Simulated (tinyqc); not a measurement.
Floating body of a partially depleted SOI transistor: body voltage and kink: one step of the calculation.

Source at 0 V. Channel current Ic = 2 nf K Vt^2 [F(0) - F(Vd)](1 + la Vd), F(V) = ln^2(1 + exp((Vg - VT - nf V)/(2 nf Vt))), VT = VT0 - gb Vb. Saturation voltage Vs = 2 Vt sqrt(F(0)) + 3 Vt, excess Ve = (Vd - Vs + sqrt((Vd - Vs)^2 + 0.0004 V^2))/2, multiplication M1 = Ai Ve exp(-Bl/Ve). Each junction passes D(v) = J1 (exp(v/Vt) - 1) + J2 (exp(v/(2 Vt)) - 1). Bipolar current Ib = bb J1 (exp(Vb/Vt) - 1). The body settles where M1 (Ic + Ib) = D(Vb) + D(Vb - Vd) + Vb/Rb; drain current Id = (1 + M1)(Ic + Ib) - D(Vb - Vd).

Task. New Vb. Current into the body I_in = M1 (Ic + Ib) - D(Vb - Vd), current out I_out = D(Vb) + Vb/Rb; f = ln(I_in/I_out), s = df/dVb by central differences over 1e-5 V, Vb(new) = Vb - f/s.

Inputs (values chosen for the exercise); values of the order met in partially depleted silicon-on-insulator transistors: temperature T = 358 K; threshold at zero body voltage VT0 = 0.37 V; fall of the threshold per volt of body voltage gb = 0.18; slope factor nf = 1.35; gain factor per width K = 110 uA/(V^2 um); channel-length modulation factor la = 0.09 1/V; impact-ionisation prefactor Ai = 3.5 1/V; impact-ionisation voltage Bl = 5 V; diffusion saturation current of each junction J1 = 5.9e-11 uA/um; recombination saturation current of each junction J2 = 1.8e-7 uA/um; gain of the lateral bipolar transistor on the diffusion current bb = 3; resistance of a weak body tie to the source (1e9 stands for no tie, and the term is then dropped) Rb = 1e9 kohm um; gate voltage Vg = 0.32 V; drain voltage Vd = 1.8 V.

Constants: q = 1.602176634e-19 C, kB = 1.380649e-23 J/K, Vt = kB T/q. Results are converted to the units shown.

Vb at the start = 0.77 V

Give: Ic; Ve; M1; I_in; I_out; f; s; Vb after iteration 1.

Result.

Ic = 0.60770 uA/um
Ve = 1.6236 V
M1 = 0.26127
I_in = 3.3563 uA/um
I_out = 4.1268 uA/um
f = -0.20666
s = -1.4849 1/V
Vb after iteration 1 = 0.63082 V

Range of the model: The multiplication law is an empirical form chosen for the exercise; self-heating and capacitive coupling to the body are left out, and the linear laws are rough once Vb passes about 0.7 V or M1 about 0.1.

Numbers from tinyqc (`OMP_NUM_THREADS=1 python tinyqc.py 2182167 2182168 out.jsonl`; about 0.2 s on one thread of a shared Intel Xeon 2.30GHz).
